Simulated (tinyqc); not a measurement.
# Worked calculation: n-type polysilicon, carrier trapping at grain boundaries

Numbers from tinyqc (`OMP_NUM_THREADS=1 python tinyqc.py 2830202 2830203 out.jsonl`; about 0.01 s on one thread of a shared Intel Xeon 2.30GHz). Printed values are rounded.

One-dimensional grains of size Lg, uniform ionised doping N, monovalent traps Qt at each boundary at a depth Et below (for electrons) or above (for holes) the band edge there, abrupt depletion of width W on each side of a boundary, Boltzmann statistics. xi is the distance from the band edge at the grain centre to the Fermi level. Trapped charge Qt/(1 + exp((xi + VB - Et)/Vt)) = 2 N W, barrier VB = q N W^2/(2 eps0 eps_r).

Values chosen for this exercise; values of the order met in polycrystalline silicon: temperature T = 300 K; relative permittivity eps_r = 11.7; conduction-band density of states at T NB = 2.8e19 cm^-3; grain size Lg = 160 nm; trap density of a grain boundary Qt = 1.2e12 cm^-2; depth of the trap level from the majority band edge at the boundary Et = 0.44 eV; mass for thermionic emission ms = 0.26 m0; correction factor of the emission rate fe = 0.5; mobility inside the grains mug = 110 cm^2/(V s); doping N = 3.4e17 cm^-3.

Constants: q = 1.602176634e-19 C, kB = 1.380649e-23 J/K, m0 = 9.1093837015e-31 kg, Vt = kB T/q, eps0 = 8.8541878128e-14 F/cm where lengths are in cm. Results are converted to the units shown.

## Starting value

W = 11 nm.

W at the start = 11 nm

## Iteration 1: new W

Partly depleted grain, xi = Vt ln(NB/N): f = 1/(1 + exp((xi + VB - Et)/Vt)), g = Qt f - 2 N W, g' = -2 Qt f (1 - f) VB/(W Vt) - 2 N, W(new) = W - g/g'.

VB = 0.0318134 V
f = 0.999989
g = 4.51986e11 cm^-2
g' = -6.80031e10 cm^-2/nm
W after iteration 1 = 17.6466 nm

## Iteration 2: new W

As before.

VB = 0.0818737 V
f = 0.999921
g = -6.10409e7 cm^-2
g' = -6.80342e10 cm^-2/nm
W after iteration 2 = 17.6457 nm

## Course of the iteration

Stop when the step is below 1e-10 nm, or after 40 iterations.

Course of the iteration:
```
iteration	W before the step (nm)	step (nm)
1	11	6.65
2	17.6466	-8.97e-4
3	17.6457	-8.40e-11
```

Converged in 3 iterations.

## Depletion width, Fermi level and barrier

If the trap equation with xi = Vt ln(NB/N) has a root W < Lg/2, the grain is partly depleted; otherwise W = Lg/2 and the trap equation gives xi = Et - VB + Vt ln(Qt/(N Lg) - 1). N* = Qt/Lg.

N* = 7.5e16 cm^-3
W = 17.6457 nm
xi = 0.114034 V
VB = 0.0818654 V
share of traps filled = 0.999921

N is 4.53 N*, and the grain is partly depleted; VB = 3.17 Vt.

## Resistivity and effective mobility

n0 = NB exp(-xi/Vt); mean density n0 (1 - 2 W/Lg) by charge balance in a partly depleted grain, and n0 (sqrt(pi)/2) erf(u)/u with u = sqrt(VB/Vt) in a fully depleted one; v = sqrt(kB T/(2 pi ms m0)); barrier resistivity Vt exp(VB/Vt)/(q fe n0 v Lg); grain resistivity (1 - 2 W/Lg)/(q n0 mug); effective mobility 1/(q mean density total resistivity).

n0 = 3.4e17 cm^-3
mean density = 2.65006e17 cm^-3
v = 5.27571e6 cm/s
barrier resistivity = 0.266816 ohm cm
grain resistivity = 0.130075 ohm cm
resistivity = 0.396892 ohm cm
effective mobility = 59.3420 cm^2/(V s)

The resistivity is 2.38 times that of a single crystal with the same N and mobility mug, and the mean density is 77.9 % of N.
